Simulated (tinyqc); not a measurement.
Gate voltage for a given inversion charge.

Problem. p-type body, charge-sheet picture, depletion and inversion only, full ionisation (an idealisation for deep acceptors), Boltzmann statistics (rough once Na exp(x - xn) passes about Nc/7). In units of Vt: xg = (Vg - Vfb)/Vt, x = psi/Vt, G = gamma/sqrt(Vt), xn = (2 phiF + Vc)/Vt. The implicit equation is (xg - x)^2 = G^2 [x - 1 + exp(x - xn)] for x above about 3. Cox = eps0 eox/tox. ni = sqrt(Nc Nv) exp(-Eg/(2 Vt)), Eg in volts; phiF = Vt ln(Na/ni); gamma = sqrt(2 q eps0 eps_r Na)/Cox. N_inv = (Cox Vt G/q) [sqrt(x - 1 + exp(x - xn)) - sqrt(x - 1)]. Find x - xn, psi and Vg.

Inputs (values chosen for the exercise); band and dielectric values close to those of silicon: temperature T = 300 K; band gap Eg = 1.12 eV; relative permittivity eps_r = 11.8; conduction-band density of states at T Nc = 2.8e19 cm^-3; valence-band density of states at T Nv = 2.69e19 cm^-3; relative permittivity of the gate insulator (close to silicon dioxide) eox = 3.9; insulator thickness tox = 3.9 nm; acceptor density Na = 1.5e16 cm^-3; flat-band voltage Vfb = -0.93 V; channel-body voltage Vc = 1 V.

Constants: q = 1.602176634e-19 C, kB = 1.380649e-23 J/K, Vt = kB T/q, eps0 = 8.8541878128e-14 F/cm where lengths are in cm. Results are converted to the units shown.

N_inv = 5.8e10 cm^-2

Solution. N_inv rises steadily with x, so it fixes x; the implicit equation then gives xg directly.

x - xn = 2.652
psi = 1.800 V
Vg = 0.9873 V

Computed by the program tinyqc: `OMP_NUM_THREADS=1 python tinyqc.py 2122230 2122231 out.jsonl`, one thread of a shared Intel Xeon 2.30GHz, about 0.01 s for the whole run.
